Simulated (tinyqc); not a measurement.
What each parameter does: Landau levels of massless Dirac electrons.

E_N = sqrt(2N) hv/l for N = 0, 1, 2, ... and the mirror levels below zero; each is fourfold (spin, valley), Zeeman splitting left out; half of level 0 belongs to the electrons.

In a field B along z: l = 1/sqrt((e/hbar) B) is the magnetic length, n_B = B/(h/e) the number of states per area in one level, hbar wc = 2 muB B/m for mass m in m0; 1/angstrom^2 = 1e16/cm^2.

Level 0 takes 2 n_B electrons and each higher level 4 n_B. At zero temperature and without broadening EF sits in the partly filled level.

Constants: e/hbar = 1.519267448e-05 1/(T angstrom^2); h/e = 413566.7697 T angstrom^2; muB = 5.788381798e-05 eV/T.

Values chosen for the exercise (out of a larger set: near those of graphene; not measured data):
- hv = 7.07 eV angstrom (hbar v)
- B = 12.9 T (magnetic field)
- n = 2.8 x 1e11/cm^2 (electron sheet density)

The second and third levels from below, nu = n/n_B, and EF.

One parameter was then changed.

Results before and after:
```
case     second level (meV)  third level (meV)    nu  EF (meV)
base                 139.97             197.95  0.90      0.00
changed              139.97             197.95  0.76      0.00
```

Which of these changes was made? (a) n = 2.38 x 1e11/cm^2; (b) hv = 8.48 eV angstrom; (c) B = 11 T.
Answer: (a) n = 2.38 x 1e11/cm^2. Of the candidates, run in turn, only this one gives the changed row.

All candidates:
```
case                   second level (meV)  third level (meV)    nu  EF (meV)
base                               139.97             197.95  0.90      0.00
B = 11 T                           129.26             182.79  1.05      0.00
hv = 8.48 eV angstrom              167.89             237.43  0.90      0.00
n = 2.38 x 1e11/cm^2               139.97             197.95  0.76      0.00
```

Computed by tinyqc, a small Python program: `OMP_NUM_THREADS=1 python tinyqc.py 1250691 1250692 out.jsonl` (the numbers bound the seed that draws the inputs); one thread of a shared host (Intel(R) Xeon(R) Processor @ 2.30GHz), about 0.01 s for the whole set of steps.
